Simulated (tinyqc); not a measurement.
# Ballistic Schottky-barrier transistor with a two-dimensional channel, WKB contacts: barrier height from the temperature dependence

Source Fermi level 0, drain Fermi level -Vd. Far from the contacts Ec = pn - psi, and the gate moves psi one to one; the band edges relax as exp(-x/lam) from pn at the source and pn - Vd at the drain; Ev = Ec - Eg. A carrier of energy w inside the channel band meets at a contact a barrier of height D (the contact edge beyond the channel edge): T = 1 for w >= D, else exp(-S), S = 4 lam sqrt(m/C) [sqrt(D - w) - sqrt(w) arctan sqrt((D - w)/w)], C = hbar^2/(2 m0). The two contacts combine as Ts Td/(Ts + Td - Ts Td).

I/W = g (2 q^2/h) int T(w) [N(Es + w) - N(Ed + w)] dw with w the energy of motion along the channel, N(y) = (1/2 pi) sqrt(pi m kB T/C) Fm(-y/kB T), Fm(x) = (1/sqrt(pi)) int_0^infinity u^(-1/2)/(1 + exp(u - x)) du. Electrons: Ds = psi, Dd = psi - Vd, Es = Ec, Ed = Ec + Vd. Holes: Ds = -psi, Dd = Vd - psi, Es = -Ev, Ed = -Ev - Vd. The size of each current is taken; both flow from drain to source and add. The integrals are converged. The apparent barrier is -d ln(I_e/T^1.5)/d(q/kB T), taken between T - 10 K and T + 10 K for the electron current.

Values chosen for this exercise; channel values close to those of a tungsten diselenide layer:
```
symbol,value,unit,meaning
T,250,K,temperature
pn,0.93,eV,barrier for electrons at both contacts
mn,0.36,m0,electron mass
g,2,,valleys or subbands
lam,2,nm,screening length at the contacts
Vd,0.05,V,drain bias
```

Constants: q = 1.602176634e-19 C, kB = 1.380649e-23 J/K, hbar = 1.054571817e-34 J s, h = 6.62607015e-34 J s, m0 = 9.1093837015e-31 kg, Vt = kB T/q, hbar^2/(2 m0) = 0.0380998212 eV nm^2. Results are converted to the units shown.

Barrier height from the temperature dependence:
```
ps (V),electrons (uA/um),Ec (eV),apparent barrier (eV)
-0.25,6.25e-22,1.18,1.17
-0.18,1.61e-20,1.11,1.10
-0.11,4.15e-19,1.04,1.03
-0.04,1.07e-17,0.97,0.96
0,6.85e-17,0.93,0.92
0.1,7.16e-16,0.83,0.86
0.17,3.43e-15,0.76,0.81
0.24,1.89e-14,0.69,0.75
0.31,1.22e-13,0.62,0.69
0.38,8.85e-13,0.55,0.63
0.45,7.05e-12,0.48,0.56
```

What does the table show?

For psi < 0 the channel edge is the highest point, and the apparent barrier follows Ec one to one (1.17 eV against 1.18). At flat band it is 0.925 eV (psi = 0 V), near pn = 0.93 eV. Beyond, the top stays at pn but tunnelling lowers the apparent value to 0.561 eV in the last row, so only the point where the line bends gives the true barrier.

Range of the model: No scattering, image-force lowering, channel charge or band-to-band tunnelling; parabolic kappa overstates S deep in the gap.

Computed by the program tinyqc: `OMP_NUM_THREADS=1 python tinyqc.py 2390112 2390113 out.jsonl`, one thread of a shared Intel Xeon 2.30GHz, about 0.2 s for the whole run.
